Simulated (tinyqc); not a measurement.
Worked calculation: one-electron ion in a basis of Gaussians. Computed by tinyqc, a small Python program that keeps every step. Settings: Z = 5, l = 1. Command: `OMP_NUM_THREADS=1 python tinyqc.py 29332 29333 out.jsonl` (the two numbers bound the seeds that draw the settings). One thread of a shared host (Intel(R) Xeon(R) Processor @ 2.60GHz), about 0.01 s of CPU time with the checks.

## Matrices over normalised Gaussians

exponents of r^l exp(-a r^2) (1/bohr^2): [0.349100, 1.716000, 8.434000]

Z = 5

l = 1

With p = a_i + a_j and I(k) = Gamma((k+1)/2) / (2 p^((k+1)/2)): S = I(2l+2), T = (2l+3) a_i a_j S / p, V = -Z I(2l+1), each divided by sqrt(S_ii S_jj).

S:
```
[[1.000000, 0.486470, 0.095430],
 [0.486470, 1.000000, 0.486518],
 [0.095430, 0.486518, 1.000000]]
```

T (hartree):
```
[[0.872750, 0.705590, 0.159952],
 [0.705590, 4.290000, 3.468593],
 [0.159952, 3.468593, 21.085000]]
```

V (hartree):
```
[[-3.142851, -2.629423, -1.063757],
 [-2.629423, -6.967989, -5.829956],
 [-1.063757, -5.829956, -15.447763]]
```

## Generalised eigenproblem

H = T + V (hartree):
```
[[-2.270101, -1.923834, -0.903805],
 [-1.923834, -2.677989, -2.361364],
 [-0.903805, -2.361364, 5.637237]]
```

Solve H C = S C e through S^(-1/2); each column has its largest component positive (the first on a tie).

eigenvalues of S: [0.358056, 0.904570, 1.737374]

eigenvalues (hartree): [-3.075959, -1.123992, 10.300854]

coefficients:
```
[[0.430227, 1.048638, 0.267823],
 [0.672710, -0.817354, -0.800197],
 [0.096905, -0.095814, 1.156710]]
```

For Z = 5 and l = 1 the exact lowest level is -Z^2/(2 n^2) with n = l + 1: -3.125000 hartree.
